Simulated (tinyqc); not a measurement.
UHF in the sto-6g basis, for H3, spin multiplicity 2, step by step. This run ends on a higher stationary point, not on the lowest solution. Computed by tinyqc, a small Python program that keeps every step (integrals from PySCF). Settings: charge = 0, multiplicity = 2, basis = sto-6g, energy threshold = 1e-08, iteration cap = 81, orthogonalisation = symmetric, start = highest core orbitals, DIIS depth = 6, DIIS from iteration = 2, method = UHF. Command: `OMP_NUM_THREADS=1 python tinyqc.py 31568 31569 out.jsonl` (the two numbers bound the seeds that draw the settings). One thread of a shared host (Intel(R) Xeon(R) Processor @ 2.60GHz), about 0.09 s of CPU time with the checks.

Geometry (angstrom):
```
atom,x,y,z
H,0.00000,0.00000,0.00000
H,0.00000,0.00000,1.09000
H,0.00000,0.94400,0.54500
```

Stop when the energy changes by less than 1e-08 hartree and every element of the error matrix X^T (F D S - S D F) X (for each spin) is below 3e-05.

Course of the cycle:
```
iteration,E (hartree),change,largest element of the error matrix
1,-0.2044513,-,7.03e-02
2,-1.3461753,-1.14e+00,7.02e-02
3,-1.3590345,-1.29e-02,2.67e-02
4,-1.3611601,-2.13e-03,5.53e-12
5,-1.3611601,-2.22e-15,5.62e-12
```

Can the last value be used, and what does the course show?

No, though the log alone does not show it. Converged in 5 iterations. But the solution lies 0.01218 hartree above the reference: it is another stationary point, not the lowest one. Reruns (cap 100 unless said): DIIS 8: converged in 5 to a higher stationary point; damping 0.5: converged in 29 to a higher stationary point; level shift 0.5: not converged; atomic densities as start, DIIS 8: converged in 5 to a higher stationary point. PySCF UHF in the same basis, after a stability check = -1.3733409 hartree.
